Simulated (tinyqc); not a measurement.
What each parameter does: two-band k.p model of the X valleys of a zinc-blende crystal.

k along the valley axis, counted from X, c = hbar^2/2m0, e = c k^2/ml. H = [[e - D/2, i P k], [-i P k, e + D/2]] with P^2 = D0 c/ml, so E = e -/+ sqrt(D^2/4 + D0 e). For D = 0 (diamond lattice) the bands cross at X.

With x = D/D0: for x < 1 the minima lie at k_m = sqrt(ml D0 (1 - x^2)/(4 c)), the hump at X has the height dE = (D0/4)(1 - x)^2 and the mass at the minimum is ml/(1 - x^2); the mass at X is ml/(1 - 1/x), negative for x < 1. For x > 1 the minimum is at X.

Thermal masses along the axis for one X point, lower band, E from the minimum, on 1601 points from -0.8 to 0.8 1/angstrom: density-of-states mass m_d = c I^2/(pi kT), I = integral of exp(-E/kT) dk; conductivity mass m_c = 2 c kT/<(dE/dk)^2> with central differences.

Constants: hbar^2/2m0 = 3.80998211 eV angstrom^2; kB = 8.617333262e-05 eV/K.

Inputs chosen for the exercise (of the order of those of cubic SiC; not measured data):
- D = 2.778 eV (splitting of the two conduction levels at X)
- D0 = 1.042 eV (coupling energy)
- ml = 0.404 m0 (mass along the axis from remote bands)
- T = 300 K (temperature)

Shape of the lower band and thermal masses.

Results for these values:
```
case  k_m (1/angstrom)  dE (meV)  m_d (m0)  m_c (m0)
base            0.0000     0.000     0.643     0.640
```

What happens to each result for D = 2.8613 eV, all else kept?

Answer: k_m does not change at the printed digits; dE does not change at the printed digits; m_d falls from 0.643 to 0.633; m_c falls from 0.640 to 0.630.

The same for each parameter in turn:
```
case            k_m (1/angstrom)  dE (meV)  m_d (m0)  m_c (m0)
base                      0.0000     0.000     0.643     0.640
D = 2.8613 eV             0.0000     0.000     0.633     0.630
D0 = 1.0733 eV            0.0000     0.000     0.655     0.652
ml = 0.4161 m0            0.0000     0.000     0.663     0.660
T = 309 K                 0.0000     0.000     0.643     0.640
```

Program tinyqc; command `OMP_NUM_THREADS=1 python tinyqc.py 1850048 1850049 out.jsonl`; about 0.01 s on one thread of a shared Intel(R) Xeon(R) Processor @ 2.30GHz.
